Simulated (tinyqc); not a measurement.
Three-level Kane dispersion of a narrow-gap semiconductor, step by step. Values are carried at full precision from step to step, so a last printed digit may differ when a step is redone from the rounded ones.

Zero of energy at Gamma8, c = hbar^2/2m0, P^2 = Ep c. The free-electron term and remote bands are left out, so the heavy holes are flat at E = 0 and the other three bands obey E (E - Eg)(E + Dso) = P^2 k^2 (E + 2 Dso/3). The conduction band is the highest root; its edge is Ec = max(Eg, 0).

Constants: hbar^2/2m0 = 3.80998211 eV angstrom^2; hbar = 6.58211957e-16 eV s; e^2/(4 pi eps0) = 14.39964547 eV angstrom; muB = 5.788381798e-05 eV/T.

Parameters, chosen for this exercise (a gap close to zero; the results hold for these values, not for the real material):
```
symbol  value    unit        meaning
Eg      0.03     eV          E(Gamma6) - E(Gamma8)
Dso     0.99     eV          spin-orbit splitting
Ep      18.5     eV          Kane energy
k       0.028    1/angstrom  wave vector
n       1.5e+16  cm^-3       electron density
eps     12.9                 high-frequency dielectric constant
B       3.1      T           magnetic field
```

## The three bands at one k

Expand the equation into E^3 + a2 E^2 + a1 E + a0 = 0 and give its roots; compare with the two-level form (Dso to infinity) E = Eg/2 +/- sqrt(Eg^2/4 + (2/3) P^2 k^2).

P^2 k^2 = 0.055260 eV^2

a2, a1, a0: [0.960000, -0.084960, -0.036472]

roots (eV): [-1.0084, -0.1675, 0.2159]

two-level form (eV): [-0.1775, 0.2075]

The two-level form misses the highest root by -8.4 meV. The order is normal: Gamma6 forms the conduction band.

## Mass at the edge and limiting velocity

m0* = Eg (Eg + Dso)/(Ep (Eg + 2 Dso/3)). In the two-level form the velocity tends to v = sqrt(2/3) P/hbar, and |Eg| = 2 m v^2 with m = 3 |Eg|/(2 Ep), as for a relativistic particle. 1 angstrom = 1e-10 m.

m0* = 0.002397 m0
P = 8.3955 eV angstrom
v = 1.041e+06 m/s
k at which the linear part sets in, |Eg|/(2 hbar v) = 0.00219 1/angstrom

## Fermi level and mass at a given density

Degenerate electrons at T = 0: kF = (3 pi^2 n)^(1/3), 1 cm^-3 = 1e-24 angstrom^-3; EF is the highest root at kF. The momentum (cyclotron, optical) mass is m(E) = hbar^2 k/(dE/dk) = c d(k^2)/dE with d(k^2)/dE = k^2 [1/E + 1/(E - Eg) + 1/(E + Dso) - 1/(E + 2 Dso/3)]; the density of states is k d(k^2)/dE/(2 pi^2).

Edge mass m0* = Eg (Eg + Dso)/(Ep (Eg + 2 Dso/3)).

Compare EF - Ec with the parabolic value c kF^2/m0*.

kF = 0.00763 1/angstrom
EF - Ec = 0.0402 eV
parabolic value = 0.0925 eV
m(EF) = 0.008575 m0
m(EF)/m0* = 3.577
density of states at EF = 8.700e+17 1/(eV cm^3)

The parabola overstates EF - Ec by a factor of 2.30; (EF - Ec)/|Eg| = 1.34, and the two-level rule 1 + 2 (EF - Ec)/|Eg| = 3.682 estimates the mass ratio.

## Plasma and cyclotron energies

hbar wp = sqrt(8 pi c (e^2/4 pi eps0) n/(eps m)), hbar wc = 2 muB B/m (classical limit), with m = m(EF) and, for comparison, the edge mass; n in angstrom^-3.

hbar wp with m(EF), with m0* (meV): [13.67, 25.86]

hbar wc with m(EF), with m0* (meV): [41.85, 149.71]

hbar wc is not small against EF - Ec = 40.2 meV, so only the lowest Landau level or two are filled: this is the quantum limit, where the classical value fails.

## Checks

- Roots of the cubic against the 8 x 8 Kane matrix without remote terms: they agree to 1e-10 or better.
- m(E) near the edge against m0*: both 0.002397.

Program tinyqc; command `OMP_NUM_THREADS=1 python tinyqc.py 1051235 1051236 out.jsonl`; about 0.01 s on one thread of a shared Intel(R) Xeon(R) Processor @ 2.30GHz.
